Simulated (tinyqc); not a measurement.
Worked calculation: one-electron ion in a basis of Gaussians. One step of it, computed by the program tinyqc.

Task: Matrices over normalised Gaussians. With p = a_i + a_j and I(k) = Gamma((k+1)/2) / (2 p^((k+1)/2)): S = I(2l+2), T = (2l+3) a_i a_j S / p, V = -Z I(2l+1), each divided by sqrt(S_ii S_jj).

exponents of r^l exp(-a r^2) (1/bohr^2): 1.896000  9.288000  45.510000  223.000000

Z = 6

l = 0

Give: S; T; V.

Result:

S, lower triangle:
```
        1       2       3       4
1  1.0000
2  0.6501  1.0000
3  0.2453  0.6500  1.0000
4  0.0782  0.2453  0.6500  1.0000
```

T (hartree), lower triangle:
```
        1        2        3         4
1  2.8440
2  3.0708  13.9320
3  1.3396  15.0420  68.2650
4  0.4410   6.5614  73.7031  334.5000
```

V (hartree), lower triangle:
```
          1         2         3          4
1  -13.1838
2  -14.7189  -29.1798
3  -11.4361  -32.5768  -64.5914
4   -7.9392  -25.3102  -72.1107  -142.9795
```
